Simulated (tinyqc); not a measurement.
Single-oscillator infrared dielectric function of a polar cubic crystal. Changing the eps_inf. Computed by tinyqc, a small Python program. Command: `OMP_NUM_THREADS=1 python tinyqc.py 3017235 3017236 out.jsonl infrared sweep`. One thread of a shared host (Intel(R) Xeon(R) Processor @ 2.30GHz), about 0.01 s of CPU time with the checks.

One ion pair, charges +Z* and -Z*, in a cell of volume Omega = a^3. Frequencies omega are given as wavenumbers (1/cm); eps_s is the static dielectric constant.

Inputs (values chosen for the exercise, for a model crystal): lattice constant a = 3.78 angstrom; mass M_A = 74 u; mass M_B = 56.8 u; omega_TO = 155 1/cm; Born charge Z* = 1.19 e.

Structure: caesium chloride. Free carriers: absent.

Constants: nu for 1 eV/(angstrom^2 u) = 15.6333042 THz; 1 THz = 33.35640952 1/cm; e^2/(4 pi eps_0) = 14.39964548 eV angstrom.

Method. mu = M_A M_B/(M_A + M_B); ionic plasma term W^2 = 4 pi Z*^2 (e^2/(4 pi eps_0))/(Omega mu) in eV/(angstrom^2 u), turned into 1/cm by W = 15.6333042 x 33.35640952 x sqrt(W^2); omega_LO^2 = omega_TO^2 + W^2/eps_inf; eps_s = eps_inf + W^2/omega_TO^2; Szigeti charge 3 Z*/(eps_inf + 2); longitudinal (Callen) charge Z*/eps_inf.

One run for each value:
```
eps_inf  omega_LO (1/cm)   eps_s  Szigeti charge (e)  Callen charge (e)
1.8               215.24   3.471             0.93947            0.66111
2.7               197.22   4.371             0.75957            0.44074
4.0               184.56   5.671             0.59500            0.29750
6.0               175.26   7.671             0.44625            0.19833
9.0               168.78  10.671             0.32455            0.13222
13.0              164.66  14.671             0.23800            0.09154
20.0              161.35  21.671             0.16227            0.05950
30.0              159.26  31.671             0.11156            0.03967
```

Describe and explain the trends.

Over the rows, omega_LO (1/cm) falls from 215 to 159 (exponent d ln y / d ln x -0.22 between the first rows and -0.032 between the last); eps_s rises from 3.47 to 31.7 (exponent d ln y / d ln x 0.57 between the first rows and 0.94 between the last); Szigeti charge (e) falls from 0.939 to 0.112 (exponent d ln y / d ln x -0.52 between the first rows and -0.92 between the last). Electronic screening divides omega_LO^2 - omega_TO^2 by eps_inf, while the ionic part of eps_s does not depend on it.
